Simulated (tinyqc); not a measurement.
Thin-film transistor with exponential tail and deep states, accumulation layer: one step of the calculation.

An undoped film in accumulation, thicker than the space-charge layer. With band bending psi the Fermi level lies E0 - psi below the band edge. Free electrons n = n0 exp(psi/Vt) carry the current; electrons in two exponential distributions of traps, a = a0 exp(psi/Va) and d = d0 exp(psi/Vp), do not. Linear regime, ohmic contacts, traps in equilibrium.

Problem. Surface potential by Newton steps. Va = kB Tt/q, Vp = kB Td/q. G(psi) = sum over the three kinds of c0 [V (exp(psi/V) - 1) - psi], field F = sqrt(2 q G/(eps0 eps_r)); Vg = psi + eps0 eps_r F/Ci at the surface. f = psi + eps0 eps_r F/Ci - Vg, f' = 1 + q rho/(Ci F) with rho = sum c0 (exp(psi/V) - 1); psi(new) = psi - f/f'.

Inputs (values chosen for the exercise); values close to those of an organic semiconductor:
- T = 300 K (temperature)
- eps_r = 3.2 (relative permittivity of the semiconductor)
- Tt = 480 K (characteristic temperature of the tail)
- Td = 1210 K (characteristic temperature of the deep states)
- Ci = 35 nF/cm^2 (gate capacitance)
- Vg = 9.6 V (gate voltage above flat band)

Constants: q = 1.602176634e-19 C, kB = 1.380649e-23 J/K, Vt = kB T/q, eps0 = 8.8541878128e-14 F/cm where lengths are in cm. Results are converted to the units shown.

psi at the start = 0.1 V
n0 = 1.4710163e10 cm^-3
a0 = 1.4930690e14 cm^-3
d0 = 1.2762611e15 cm^-3

Give: F; f; f'; psi after iteration 1.

Solution.

F = 12.343 kV/cm
f = -9.4001 V
f' = 2.3278
psi after iteration 1 = 4.1382 V

Program tinyqc, `OMP_NUM_THREADS=1 python tinyqc.py 2610143 2610144 out.jsonl`; Intel Xeon 2.30GHz, shared host, one thread, about 0.02 s.
